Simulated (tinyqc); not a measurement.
From results back to parameters: linear model of a band gap against the share of exact exchange. Three cases, with inputs chosen for the exercise.

Problem. Gap and optical dielectric constant were computed at two shares alpha. They follow E = E0 + S alpha and eps = 1 + (e0 - 1)(EP/(EP + S alpha))^2.

Case 1.

Values chosen (out of a larger set: of the order of those of SiC; not measured data): al12 = (0.15, 0.35) (two shares of exact exchange).

gaps (eV): 3.09850  4.33650

eps: 6.338114  5.677452

Case 2.

Values chosen (out of a larger set: of the order of those of Al2O3; not measured data): al12 = (0.2, 0.35) (two shares of exact exchange).

gaps (eV): 7.79200  9.15100

eps: 3.124081  2.941763

Case 3.

Values chosen (out of a larger set: of the order of those of MgO; not measured data): al12 = (0.1, 0.15) (two shares of exact exchange).

gaps (eV): 5.73200  6.20800

eps: 3.221689  3.144125

Find: S; E0; EP; e0.

Solution. The two gaps give S and E0. With q = sqrt((eps1 - 1)/(eps2 - 1)) = (EP + S alpha2)/(EP + S alpha1), EP = S (alpha2 - q alpha1)/(q - 1); e0 follows from either eps.

Case 1.

S = 6.19 eV
E0 = 2.17 eV
EP = 17.2 eV
e0 = 6.93

Case 2.

S = 9.06 eV
E0 = 5.98 eV
EP = 27.8 eV
e0 = 3.41

Case 3.

S = 9.52 eV
E0 = 4.78 eV
EP = 25.6 eV
e0 = 3.39

Computed by tinyqc, one run a case: `OMP_NUM_THREADS=1 python tinyqc.py N N+1 out.jsonl` with N = 1880238, 1880265, 1880291; one thread of a shared Intel(R) Xeon(R) Processor @ 2.30GHz, about 0.01 s a run at most.
